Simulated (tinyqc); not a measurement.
Low-temperature mobility of a two-dimensional electron gas with static screening: one step, computed by the program tinyqc.

One subband is filled, the gas is degenerate and scatters at the Fermi circle; one permittivity serves on both sides of the interface. All formulas are in SI units, masses times m_0. Piezoelectric and polar phonons are left out, and n_s is taken as set by a gate, independent of N_i.

Task: Remote charges. Form factors of a sheet of zero thickness: G(q) = 1, P(q) = exp(-q d). Dielectric function eps(q) = 1 + q_TF G(q)/q, with q = 2 k_F sin(theta/2). Remote charges: <|U|^2> = N_i [e^2 P(q)/(2 eps eps_0 q)]^2. 1/tau_t = (m/(pi hbar^3)) int_0^pi (1 - cos theta) <|U|^2>/eps(q)^2 dtheta; the quantum rate 1/tau_q drops the factor (1 - cos theta); 200 Gauss-Legendre points in s with theta = pi s^2, s from 0 to 1; mu = e tau_t/m.

Inputs (values chosen for the exercise, modelled on a strained silicon well): in-plane mass m = 0.184 m_0; permittivity eps = 11.5; roughness height Delta = 0.32 nm; correlation length Lambda = 3.3 nm; remote charge density N_i = 1.2e+12 1/cm^2; distance d of the charges from the interface = 12 nm.

Wave function: ideal sheet. Roughness spectrum: Gaussian.

k_F = 0.1858965 1/nm

q_TF = 1.209425 1/nm

effective field F = 0.1000739 MV/cm

Constants: m_0 = 9.1093837015e-31 kg; hbar = 1.054571817e-34 J s; e = 1.602176634e-19 C; eps_0 = 8.8541878128e-12 F/m.

Give: tau_t, charges; tau_q, charges; remote-charge mobility; tau_t/tau_q, charges.

Result:

tau_t, charges = 16.54 ps

tau_q, charges = 0.7926 ps

remote-charge mobility = 1.581e+05 cm^2/(V s)

tau_t/tau_q, charges = 20.87
